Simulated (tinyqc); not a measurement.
From results back to parameters: dielectric confinement in a thin film (image charges). Three cases, with inputs chosen for the exercise.

Problem. The self-energy at the centre was computed from a hidden eh.

A film |z| < t/2 of dielectric constant eps between half-spaces of dielectric constant e2; lam = (eps - e2)/(eps + e2), q = e^2/(4 pi eps0). The self-energy of a band edge is taken with the high-frequency value, e2 = eh, and the field of a fixed ion with the static one, e2 = eo. A charge at z has images lam^|n| at n t + (-1)^n z. Its self-energy is S(z) = (q/2 eps) sum over n >= 1 of lam^n [1/(n t - 2z) + 1/(n t + 2z)] for odd n and 2 lam^n/(n t) for even n; at the centre S(0) = -(q/(eps t)) ln(1 - lam).

Constants: e^2/(4 pi eps0) = 14.39964547 eV angstrom.

Find: lam; eh.

Method. lam = 1 - exp(-S(0) eps t/q), and eh = eps (1 - lam)/(1 + lam).

Case 1.

Values chosen: t = 40 angstrom (film thickness); eps = 13.1 (dielectric constant of the film).
S(0) = 36.5048 meV

Solution.

lam = 0.7351
eh = 2.0

Case 2.

Values chosen: t = 18 angstrom (film thickness); eps = 13.4 (dielectric constant of the film).
S(0) = 46.3886 meV

Solution.

lam = 0.5402
eh = 4.0

Case 3.

Values chosen: t = 42 angstrom (film thickness); eps = 13.5 (dielectric constant of the film).
S(0) = 19.8791 meV

Solution.

lam = 0.5429
eh = 4.0

Computed by tinyqc, one run a case: `OMP_NUM_THREADS=1 python tinyqc.py N N+1 out.jsonl` with N = 1282496, 1282558, 1282580; one thread of a shared Intel(R) Xeon(R) Processor @ 2.30GHz, about 0.1 s a run at most.
